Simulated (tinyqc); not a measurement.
Worked calculation: q-state Potts model on a small periodic square lattice: enumeration, Metropolis, heat-bath and Wolff steps. Computed by tinyqc, a small Python program that keeps every step. Command: `OMP_NUM_THREADS=1 python tinyqc.py 3113834 3113835 out.jsonl potts walk`. One thread of a shared host (Intel(R) Xeon(R) Processor @ 2.30GHz), about 0.07 s of CPU time with the checks. Intermediate numbers are printed to about 5 digits and carried at full precision; extremes and crossings named in words are read from the listed rows.

E = -J x (number of nearest-neighbour bonds with equal states); n x n sites with periodic edges have 2 n^2 bonds. Order parameter m = (q f - 1)/(q - 1), f being the largest share of one state. Sites are numbered row by row from 0. Here q = 2 and n = 4.

Inputs (values chosen for the exercise, for a model of domains or grain orientations):
```
quantity             value  unit
number of states q       2     -
edge n                   4     -
coupling J              23   meV
temperature T          334     K
seed                404839     -
```

Update: Wolff cluster.

Constants: k_B = 8.617333262e-05 eV/K.

## Scales

K = J/(k_B T); the infinite square lattice orders at K_c = ln(1 + sqrt(q)); Wolff bond probability p = 1 - exp(-K).

K = 0.79911

K_c = 0.88137

T_c of the infinite lattice = 302.83 K

p = 0.55027

## Density of states

All q^(n^2) states are counted by their number b of equal bonds; weights g(b) exp(K b), K = J/(k_B T). Per site: u = -J <b>/n^2, c/k_B = K^2 (<b^2> - <b>^2)/n^2.

States by number of equal bonds:
```
b    g(b)  probability
0       2   2.6833e-12
4      32   1.0495e-09
6      64   1.0378e-08
8     424   3.3994e-07
10   1728   6.8499e-06
12   6688   1.3108e-04
14  13568   1.3148e-03
16  20524   9.8334e-03
18  13568   3.2141e-02
20   6688   7.8332e-02
22   1728   1.0007e-01
24    424   1.2140e-01
26     64   9.0600e-02
28     32   2.2397e-01
32      2   3.4220e-01
```

The most probable level has b = 32 of 32 bonds.

## Exact averages

ln Z = ln sum g(b) exp(K b); entropy per site s/k_B = (ln Z - K <b>)/n^2.

<b> = 27.015

energy u = -38.834 meV/site

heat capacity c = 0.81216 k_B/site

entropy s = 0.35932 k_B/site

## Order parameter

The same sums with m: <m> and the Binder ratio U = 1 - <m^4>/(3 <m^2>^2).

<m> = 0.76373

Binder ratio U = 0.58104

## One Wolff cluster

start states:
```
   1  2  3  4
1  0  1  1  1
2  1  1  1  1
3  1  0  1  1
4  0  1  0  1
```

random numbers, used in turn: 0.4055  0.5290  0.9213  0.5676  0.1763  0.1312  0.7699  0.6999  0.6110  0.2744  0.3672  0.4159  0.5540  0.4575  0.9509  0.6667  0.6360  0.2035  0.2435  0.1106  0.1942  0.8890  0.8735  0.6039  0.0954  0.7250  0.1497  0.6235  0.3490  0.2893  0.6933  0.4329  0.4245  0.3002  0.2947  0.6630  0.7175  0.2726  0.8499  0.4074  0.5667  0.3447  0.6791  0.4196  0.0238  0.6463  0.9525  0.4817  0.5794  0.6566  0.5041  0.7435  0.3344  0.1697  0.4891  0.0094  0.4726  0.8036  0.1934  0.2703  0.0714  0.1205  0.4277  0.1210  0.6213  0.2547

Seed site = floor(r n^2); new state = (old + 1 + floor(r (q - 1))) mod q. Sites are taken first in, first out; each neighbour (right, left, below, above) with the seed state and not yet in the cluster joins if the next r < p. The cluster then takes the new state.

Bonds tested:
```
from  to       r  result
6      7  0.9213      no
6      5  0.5676      no
6     10  0.1763   joins
6      2  0.1312   joins
10    11  0.7699      no
2      3  0.6999      no
2      1  0.6110      no
```

seed site = 6

cluster size = 3

states afterwards:
```
   1  2  3  4
1  0  1  0  1
2  1  1  0  1
3  1  0  0  1
4  0  1  0  1
```

## A longer run and its error bar

After 400 updates are discarded, b is recorded for 4000 cluster flips of the update named (random numbers not printed, so these rows are one sample). Records are averaged in blocks; the error is the scatter of block means over sqrt(number of blocks), and the last column its square over that for single records.

Blocking:
```
block length  mean b    error  variance ratio
1             27.089  0.07071          1.0000
4             27.089  0.09338          1.7441
16            27.089  0.10529          2.2171
40            27.089  0.11049          2.4418
100           27.089  0.11339          2.5716
```

The run gives 27.089 +/- 0.110 (blocks of 40) against the exact 27.015, a difference of 0.7 error bars. Single records understate the error by a factor of about 1.6, because successive records are correlated.

## Across the transition

m and U = 1 - <m^4>/(3 <m^2>^2) from the same sums; K = K_c T_c/T.

Exact values for this lattice:
```
T/T_c  share of equal bonds  c (k_B/site)      <m>        U
0.50                0.99810       0.04973  0.99802  0.66635
0.70                0.98261       0.25772  0.97999  0.66252
0.85                0.94907       0.54283  0.93412  0.64967
0.95                0.91285       0.72417  0.87863  0.63071
1.00                0.89141       0.78327  0.84386  0.61720
1.10                0.84557       0.81299  0.76609  0.58221
1.25                0.78070       0.68950  0.65005  0.51527
1.50                0.70351       0.41203  0.50624  0.39852
2.00                0.62999       0.15995  0.37045  0.24374
3.00                0.57836       0.05267  0.28601  0.13484
```

c is largest, 0.81 k_B, at T/T_c = 1.1: on so small a lattice the transition is a broad bump. At T_c the infinite lattice has a share (1 + 1/sqrt(q))/2 = 0.854 of equal bonds, against 0.891 here. <m> stays at 0.29 at 3 T_c, since the largest share among 16 sites always exceeds 1/q on average.

Checks made by the program: number of states (relative difference below 1e-10).
